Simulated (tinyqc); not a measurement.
Worked calculation: six-band hole subbands of a thin body in a field. Values are carried at full precision from step to step, so a last printed digit may differ when a step is redone from the rounded ones.

Constants: hbar^2/2m0 = 3.80998211 eV angstrom^2.

Parameters, chosen for this exercise (near those of a p-type Ge channel; the results hold for these values, not for the real material): S = (9.75, -2.7, 14.77) 1/TPa (compliances s11, s12, s44); sx = -1 GPa (stress along the channel [1-10], negative in compression); b = -2.6 eV (tetragonal potential); d = -5.39 eV (trigonal potential); g1 = 13.37 (Luttinger gamma1); g2 = 4.22 (gamma2); g3 = 5.69 (gamma3); face = 111 (surface); Dso = 0.296 eV (spin-orbit splitting); t = 50 angstrom (body thickness); F = 1.2 MV/cm (field across the body); kmax = 0.08 1/angstrom (end of the path).

## Strain and its block

exx = eyy = (s11 + s12) sx/2, ezz = s12 sx, exy = -s44 sx/4 (1 GPa/TPa = 1e-3). With e0 the traceless part, B_XX = 2b e0xx - b (e0yy + e0zz) and B_XY = sqrt(3) d exy.

strain:
```
,x,y,z
x,-0.003525,0.003693,0
y,0.003693,-0.003525,0
z,0,0,0.002700
```

B (eV):
```
,X,Y,Z
X,0.01619,-0.03447,0
Y,-0.03447,0.01619,0
Z,0,0,-0.03237
```

## Confinement masses without spin-orbit coupling

C(n n^T)/c has C_XX = (g1 + 4 g2) nx^2 + (g1 - 2 g2)(ny^2 + nz^2) and C_XY = 6 g3 nx ny, n the unit normal; its eigenvalues are the inverse masses along n.

C(n n^T)/c:
```
,X,Y,Z
X,13.3700,11.3800,11.3800
Y,11.3800,13.3700,11.3800
Z,11.3800,11.3800,13.3700
```

masses (m0): 0.5025  0.5025  0.0277

## The matrix for one sine at q = 0

Basis X, Y, Z times spin, hole energies counted downwards from the unstrained edge (the hydrostatic shift is left out), c = hbar^2/2m0. For a symmetric tensor T let C(T) have C_XX = L Txx + M (Tyy + Tzz), C_XY = N Txy (cyclic), L = c (g1 + 4 g2), M = c (g1 - 2 g2), N = 6 c g3. k = q + kz n, n the unit normal, q = k1 u + k2 v with u along the channel [1-10] and v = n x u. H = C(k k^T) + (Dso/3)(1 - L.sigma) - B + e F z with (L_k)_ij = -i epsilon_kij; B is the block C built from the traceless strain with 2b, -b and sqrt(3) d in place of L, M, N. Strain: exx = eyy = (s11 + s12) sx/2, ezz = s12 sx, exy = -s44 sx/4. Hard walls at z = 0 and t; basis sin(j pi z/t), j = 1 to Nz: kz^2 = (j pi/t)^2, kz = -i D with D_jl = 4 j l/(t (j^2 - l^2)), z_jj = t/2 and z_jl = -8 t j l/(pi (j^2 - l^2))^2 for j + l odd; 1 MV/cm = 0.01 eV/angstrom.

Nz = 1, in meV.

H (meV):
```
,X+,Y+,Z+,X-,Y-,Z-
X+,583.58,205.64+98.67i,171.17,0,0,-98.67
Y+,205.64-98.67i,583.58,171.17,0,0,98.67i
Z+,171.17,171.17,632.14,98.67,-98.67i,0
X-,0,0,98.67,583.58,205.64-98.67i,171.17
Y-,0,0,98.67i,205.64+98.67i,583.58,171.17
Z-,-98.67,-98.67i,0,171.17,171.17,632.14
```

## Its levels

Diagonalise; the levels come in pairs. Give each pair and its weights on X, Y, Z, summed over spin and averaged over the pair.

levels (meV): 309.72  484.45  1005.14

weights:
```
,pair 1,pair 2,pair 3
X,0.405,0.268,0.326
Y,0.405,0.268,0.326
Z,0.189,0.464,0.347
```

## More sines

The four lowest pairs at q = 0.

Hole energies (meV):
```
Nz,pair 1,pair 2,pair 3,pair 4
1,309.72,484.45,1005.14,-
2,237.92,422.15,472.36,664.16
4,221.34,402.82,410.32,574.46
8,221.01,401.61,409.94,568.88
16,221.01,401.61,409.94,568.87
```

One sine is 88.71 meV off in the top subband, since the field mixes the sines. The second pair lies 180.6 meV deeper.

## Dispersion of the top subband

Nz = 14; the two lowest levels (spin-split where the field breaks inversion), in meV from their value at q = 0.

Energies (meV):
```
|q| (1/angstrom),u a,u b,v a,v b
0.020,24.65,27.75,9.52,14.72
0.040,75.80,87.00,29.44,41.35
0.060,115.31,143.55,49.03,62.64
0.080,154.47,186.37,69.02,80.77
```

From the mean of each pair in the first row, c q^2/E gives 0.06 m0 along u and 0.13 m0 along v. The largest distance between a and b in the table is 31.90 meV. These masses hold for the first row only: the band bends further out.

## Checks

- Top level at q = 0 on (001) without field and stress against c (g1 - 2 g2)(pi/t)^2, eV: both 0.07415.
- Hermiticity, and E(q) against E(-q): they agree to 1e-10 or better.

Computed by tinyqc, a small Python program: `OMP_NUM_THREADS=1 python tinyqc.py 1250895 1250896 out.jsonl` (the numbers bound the seed that draws the inputs); one thread of a shared host (Intel(R) Xeon(R) Processor @ 2.30GHz), about 0.5 s for the whole set of steps.
